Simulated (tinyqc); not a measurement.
Dose and depth of a threshold implant.

Problem. A sheet of D acceptors per cm^2 lies at depth xi inside the depleted layer of a body doped Na. In the depletion approximation VT = Vfb + f2 + q D/Cox + gamma sqrt(f2 + Vsb - q D xi/(eps0 eps_r)), gamma = sqrt(2 eps0 eps_r q Na)/Cox, Cox = eps0 eox/tox. Find gamma, D and xi.

Parameters, values chosen for the exercise; band and dielectric values those of a made-up semiconductor: relative permittivity eps_r = 9.19; acceptor density deep in the body Na = 2.9e16 cm^-3; relative permittivity of the gate insulator (close to silicon dioxide) eox = 3.9; insulator thickness tox = 2.9 nm; flat-band voltage Vfb = -0.43 V; band bending 2 phiF at threshold f2 = 3.739 V.

Constants: q = 1.602176634e-19 C, eps0 = 8.8541878128e-14 F/cm where lengths are in cm. Results are converted to the units shown.

VT against the source at Vsb = 0 and 1.1 V (V): 3.4909241  3.5116999

Solution. With y^2 = f2 - q D xi/(eps0 eps_r) and d the difference of the thresholds over gamma, sqrt(y^2 + Vsb) - y = d gives y = (Vsb - d^2)/(2 d). The first threshold then gives D, and y^2 gives xi.

gamma = 0.0730 V^0.5
D = 3.80e11 cm^-2
xi = 71.0 nm

Computed by the program tinyqc: `OMP_NUM_THREADS=1 python tinyqc.py 2080110 2080111 out.jsonl`, one thread of a shared Intel Xeon 2.30GHz, about 0.7 s for the whole run.
